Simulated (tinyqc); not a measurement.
Kronig-Penney superlattice by transfer matrices: sweeps and comparisons. A value that a table varies takes the place of the one given here.

Wells (width a, potential 0, mass mw) alternate with barriers (width b, height V0, mass mb); period d = a + b; c = hbar^2/2m0. The vector (psi, psi'/m) is continuous, and a layer of thickness t carries it by M = [[cos kt, (m/k) sin kt], [-(k/m) sin kt, cos kt]] with k = sqrt(m (E - V)/c); for E < V, k = i kappa gives [[cosh, (m/kappa) sinh], [(kappa/m) sinh, cosh]] of kappa t. A Bloch state obeys cos(q d) = tr(Mb Mw)/2.

Constants: hbar^2/2m0 = 3.80998211 eV angstrom^2.

Inputs chosen for the exercise (near those of a GaAs superlattice with barriers of AlGaAs; the results hold for these values, not for the real material): a = 100 angstrom (well width); V0 = 0.324 eV (barrier height); mw = 0.068 m0 (mass in the wells); mb = 0.1002 m0 (mass in the barriers); bs = (6, 9, 12, 15.6, 19.2, 24, 30) angstrom (barrier widths); b = 12 angstrom (barrier width).

## Barrier width

First miniband against b. m_z = -2 c f'/d^2 with f = tr M/2 at the bottom of the band. E1 is the level of the single well, kappa1 its decay constant in the barrier.

First miniband:
```
b (angstrom)  bottom (eV)  top (eV)  W (meV)   ln W  m_z (m0)
6.0                0.0142    0.0469    32.72  3.488    0.0750
9.0                0.0185    0.0437    25.19  3.227    0.0822
12.0               0.0217    0.0411    19.39  2.965    0.0921
15.6               0.0245    0.0387    14.16  2.650     0.108
19.2               0.0265    0.0368    10.34  2.336     0.130
24.0               0.0283    0.0351    6.790  1.915     0.171
30.0               0.0297    0.0338    4.014  1.390     0.248
```

E1 = 0.0317 eV
kappa1 = 0.0877 1/angstrom

How do the results move?

W falls from 32.7 to 4.01 meV, and both edges close in on E1. The slope of ln W is -0.0872 per angstrom over the first two rows and -0.0876 over the last two, against -kappa1 = -0.0877: the width follows one power of the tunnelling amplitude once the wells couple weakly. m_z grows by a factor 3.3. Layers under about 10 angstrom are at the limit of envelope theory.

## From one barrier to a miniband

Transmission through N barriers separated by wells, between leads of the well material: T = 4/[(M11 + M22)^2 + (u M12 - M21/u)^2] with u = k/mw and M the product over all layers; twelve evenly spaced energies around the first miniband.

Transmission:
```
E (eV)    tr M/2 of a period  N = 1    N = 2     N = 4     N = 8
0.012975               2.560  0.113  0.00482  8.26e-06  2.42e-11
0.016501               1.871  0.138   0.0113  7.97e-05  3.96e-09
0.020027               1.262  0.162   0.0295   0.00159  5.41e-06
0.023553               0.729  0.185   0.0962     0.871     0.631
0.027079               0.265  0.206    0.480     0.238     0.254
0.030605              -0.136  0.225    0.798     0.515     0.266
0.034131              -0.478  0.244    0.261     0.230     0.308
0.037657              -0.766  0.261    0.131     0.554     0.260
0.041183              -1.005  0.278   0.0869    0.0223   0.00479
0.044709              -1.200  0.293   0.0673   0.00508  3.47e-05
0.048235              -1.353  0.308   0.0573   0.00214  3.08e-06
0.051761              -1.470  0.322   0.0522   0.00124  7.02e-07
```

How do the results move?

5 of the energies lie in the miniband (|tr M/2| <= 1); there T for N = 8 runs between 0.254 and 0.631. In the gaps it falls with N: at E = 0.0518 eV from 0.00124 (N = 4) to 7.02e-07 (N = 8), a slope of ln T of -1.87 a period, against -2 arccosh|tr M/2| = -1.87.

## What each parameter does

Bottom and width of the first miniband, the gap above it, and m_z = -2 c f'/d^2 with f = tr M/2. Each row changes one parameter from the base and keeps the others.

Results:
```
case              bottom (eV)  width (meV)  gap (meV)  m_z (m0)
base                   0.0217         19.4       55.2    0.0921
a = 110 angstrom       0.0191         15.7       48.9    0.0942
b = 10 angstrom        0.0197         23.1       49.1    0.0852
V0 = 0.373 eV          0.0236         17.7       60.6    0.0974
mw = 0.0748 m0         0.0210         17.3       52.8    0.1018
mb = 0.0852 m0         0.0219         20.8       53.9    0.0876
```

What can be read from the table?

The largest shifts from the base row, up to three for each result and ties (the steps differ in size, so this ranks the rows, not the parameters). bottom (eV): a -0.0026, b -0.0020, V0 +0.0019. width (meV): b +3.7, a -3.7, mw -2.1. gap (meV): a -6.4, b -6.1, V0 +5.4. m_z (m0): mw +0.0096, b -0.0069, V0 +0.0052.

tinyqc: `OMP_NUM_THREADS=1 python tinyqc.py 1280687 1280688 out.jsonl`; about 0.04 s, one thread, shared Intel(R) Xeon(R) Processor @ 2.30GHz.
